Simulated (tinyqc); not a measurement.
RHF in the sto-3g basis, for H2, spin multiplicity 1, step by step. Computed by tinyqc, a small Python program that keeps every step (integrals from PySCF). Settings: charge = 0, multiplicity = 1, basis = sto-3g, energy threshold = 1e-10, iteration cap = 68, orthogonalisation = canonical, start = Wolfsberg-Helmholz matrix, DIIS depth = 3, DIIS from iteration = 2, shift = 1.0, method = RHF. Command: `OMP_NUM_THREADS=1 python tinyqc.py 24428 24429 out.jsonl` (the two numbers bound the seeds that draw the settings). One thread of a shared host (Intel(R) Xeon(R) Processor @ 2.60GHz), about 0.03 s of CPU time with the checks. Later iterations appear only in the table of the cycle.

## One-electron integrals

Geometry (angstrom):
```
atom         x         y         z
H     0.000000  0.000000  0.000000
H     0.000000  0.000000  0.906000
```

Basis sto-3g: exponents (1/bohr^2) and contraction coefficients of normalised primitives:
```
element  l (shell)  exponent  coefficient
H            s (1)  3.425251     0.154329
H            s (1)  0.623914     0.535328
H            s (1)  0.168855     0.444635
```

Overlap, kinetic and nuclear-attraction integrals over the contracted functions; the nuclear repulsion is the sum of Za Zb / Rab.

nuclear repulsion = 0.58408081 hartree

overlap S, order 1H 1s, 2H 1s:
$$\begin{pmatrix}
1.000000 & 0.553452 \\
0.553452 & 1.000000
\end{pmatrix}$$

kinetic energy T (hartree), order 1H 1s, 2H 1s:
$$\begin{pmatrix}
0.760032 & 0.149957 \\
0.149957 & 0.760032
\end{pmatrix}$$

nuclear attraction V (hartree), order 1H 1s, 2H 1s:
$$\begin{pmatrix}
-1.784736 & -0.925738 \\
-0.925738 & -1.784736
\end{pmatrix}$$

core Hamiltonian H = T + V (hartree), order 1H 1s, 2H 1s:
$$\begin{pmatrix}
-1.024704 & -0.775781 \\
-0.775781 & -1.024704
\end{pmatrix}$$

## Two-electron integrals

Functions are numbered as in S; the eight-fold symmetry (ij|kl) = (ji|kl) = (kl|ij) leaves the list below.

Two-electron integrals (ij|kl) in chemists' order, unique and non-zero (hartree):
```
(11|11) 0.774606   (21|11) 0.354867   (21|21) 0.200877   (22|11) 0.509703
(22|21) 0.354867   (22|22) 0.774606
```

## Orthogonalisation

S = U s U^T; canonical form X = U s^(-1/2), so that X^T S X = 1. Each column of U has its largest component positive (the first on a tie).

eigenvalues of S: [0.446548, 1.553452]

X, order 1H 1s, 2H 1s:
$$\begin{pmatrix}
1.058159 & 0.567330 \\
-1.058159 & 0.567330
\end{pmatrix}$$

## Starting guess

The start is the generalised Wolfsberg-Helmholz matrix (K = 1.75) built on H; D = 2 C_occ C_occ^T.

D at the start, order 1H 1s, 2H 1s:
$$\begin{pmatrix}
0.643727 & 0.643727 \\
0.643727 & 0.643727
\end{pmatrix}$$

## Iteration 1: building the Fock matrix

J_ij = sum D_kl (ij|kl), K_ij = sum D_kl (ik|jl); F = H + J - 0.5 K; E = tr D H + tr D J / 2 - 0.25 tr D K + E_nn.

Coulomb J (hartree), order 1H 1s, 2H 1s:
$$\begin{pmatrix}
1.283620 & 0.715495 \\
0.715495 & 1.283620
\end{pmatrix}$$

exchange K (hartree), order 1H 1s, 2H 1s:
$$\begin{pmatrix}
1.084820 & 0.914295 \\
0.914295 & 1.084820
\end{pmatrix}$$

Fock matrix F (hartree), order 1H 1s, 2H 1s:
$$\begin{pmatrix}
-0.283494 & -0.517433 \\
-0.517433 & -0.283494
\end{pmatrix}$$

total energy of this density = -1.09051990 hartree

## Iteration 1: diagonalisation and new density

A level shift of 1 hartree raises the virtual space: F + shift (S - S D(s) S), with D(s) the density of one spin (D/2). Diagonalise F' = X^T F X, C = X C', fill 1 alpha and 1 beta electrons from the bottom; D = 2 C_occ C_occ^T. Each column has its largest component positive (the first on a tie).

F' = X^T F X (hartree):
$$\begin{pmatrix}
1.523883 & 0.000000 \\
0.000000 & -0.515579
\end{pmatrix}$$

orbital energies (hartree): MO1 -0.515579, MO2 1.523883

coefficients C, order 1H 1s, 2H 1s:
$$\begin{pmatrix}
0.567330 & 1.058159 \\
0.567330 & -1.058159
\end{pmatrix}$$

D after iteration 1, order 1H 1s, 2H 1s:
$$\begin{pmatrix}
0.643727 & 0.643727 \\
0.643727 & 0.643727
\end{pmatrix}$$

## Iteration 2: building the Fock matrix

As before.

Coulomb J (hartree), order 1H 1s, 2H 1s:
$$\begin{pmatrix}
1.283620 & 0.715495 \\
0.715495 & 1.283620
\end{pmatrix}$$

exchange K (hartree), order 1H 1s, 2H 1s:
$$\begin{pmatrix}
1.084820 & 0.914295 \\
0.914295 & 1.084820
\end{pmatrix}$$

Fock matrix F (hartree), order 1H 1s, 2H 1s:
$$\begin{pmatrix}
-0.283494 & -0.517433 \\
-0.517433 & -0.283494
\end{pmatrix}$$

total energy of this density = -1.09051990 hartree

## Iteration 2 (converged): orbitals

Diagonalise F' = X^T F X, C = X C', fill 1 alpha and 1 beta electrons from the bottom; D = 2 C_occ C_occ^T. Each column has its largest component positive (the first on a tie).

F' = X^T F X (hartree):
$$\begin{pmatrix}
0.523883 & 0.000000 \\
0.000000 & -0.515579
\end{pmatrix}$$

orbital energies (hartree): MO1 -0.515579, MO2 0.523883

coefficients C, order 1H 1s, 2H 1s:
$$\begin{pmatrix}
0.567330 & 1.058159 \\
0.567330 & -1.058159
\end{pmatrix}$$

D after iteration 2, order 1H 1s, 2H 1s:
$$\begin{pmatrix}
0.643727 & 0.643727 \\
0.643727 & 0.643727
\end{pmatrix}$$

## Convergence

Stop when the energy changes by less than 1e-10 hartree and every element of the error matrix X^T (F D S - S D F) X is below 3e-06.

Course of the cycle:
```
iteration  E (hartree)    change  largest element of the error matrix
1          -1.09051990         -                             3.33e-16
2          -1.09051990  0.000000                             1.24e-16
```

PySCF RHF in the same basis = -1.09051990 hartree

Converged in 2 iterations.

## Populations, bond orders and dipole

Mulliken: Z minus the diagonal of D S on the atom; Loewdin: the same with S^(1/2) D S^(1/2); Mayer order: 2 sum_s sum (D(s) S)_ij (D(s) S)_ji over the two atoms.

Charges (e):
```
atom  Mulliken  Loewdin
1H           0        0
2H           0        0
```

Mayer bond orders:
```
pair     order
2-1   1.000000
```

dipole moment about the origin, x y z (debye): [0.000000, 0.000000, 0.000000]
